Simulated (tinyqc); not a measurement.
Current crowding under a contact, resistor ladder against the transmission-line model: two steps of the calculation.

A metal contact of length d and width W on a thin layer of the same width. The metal has no resistance, the sheet resistance under it equals Rsh, and current enters the layer at the front edge x = 0.

Values chosen for this exercise:
- Rsh = 2900 ohm/sq (sheet resistance of the semiconductor layer)
- rc = 5.8e-7 ohm cm^2 (specific contact resistivity)
- d = 0.24 um (contact length)
- W = 4 um (contact width)
- n = 8 (cells)
- I = 0.5 mA (current)

Task 1. Voltages and the share of the current. Cut the contact into n cells of length hc = d/n. Neighbouring cell centres are joined by a = W/(Rsh hc), each centre joins the metal (0 V) by g = W hc/rc, and I enters cell 1 through half a cell: -a v_(i-1) + b_i v_i - a v_(i+1) = I for i = 1 and 0 otherwise, b_i = g + 2 a (g + a at both ends). Rc = v_1/I + 1/(2 a). Cell i passes g v_i to the metal.

a = 0.045977011 S
g = 0.0020689655 S
b_i, cell 1 to 8 (S): [0.048045977, 0.094022989, 0.094022989, 0.094022989, 0.094022989, 0.094022989, 0.094022989, 0.048045977]

Wanted: v_i; share of the current; Rc of the ladder.

Result 1.

```
cell  v_i (mV)  share of the current (%)
1        49.72                     20.57
2        41.08                     17.00
3        34.29                     14.19
4        29.05                     12.02
5        25.11                     10.39
6        22.30                      9.23
7        20.50                      8.48
8        19.61                      8.12
```

Rc of the ladder = 110.3 ohm

The first cell passes 20.6 % of the current and the last 8.12 %; an even spread would give 12.5 % each.

Task 2. The transmission-line result. Transfer length Lt = sqrt(rc/Rsh); front resistance Rc = (Rsh Lt/W) coth(d/Lt); end resistance Re = (Rsh Lt/W)/sinh(d/Lt). v(x) = I (Rsh Lt/W) cosh((d - x)/Lt)/sinh(d/Lt) at the cell centres x = (i - 1/2) d/n.

Wanted: Lt; Rc; Re; v(x).

Result 2.

Lt = 0.14142 um
Rc = 109.65 ohm
Re = 38.877 ohm
v(x), cell 1 to 8 (mV): [49.688, 41.037, 34.239, 28.988, 25.047, 22.237, 20.431, 19.548]

The ladder's Rc is 0.60 % above this value, with cells 0.21 Lt long.

Program tinyqc, `OMP_NUM_THREADS=1 python tinyqc.py 2760106 2760107 out.jsonl`; Intel Xeon 2.30GHz, shared host, one thread, about 0.01 s.
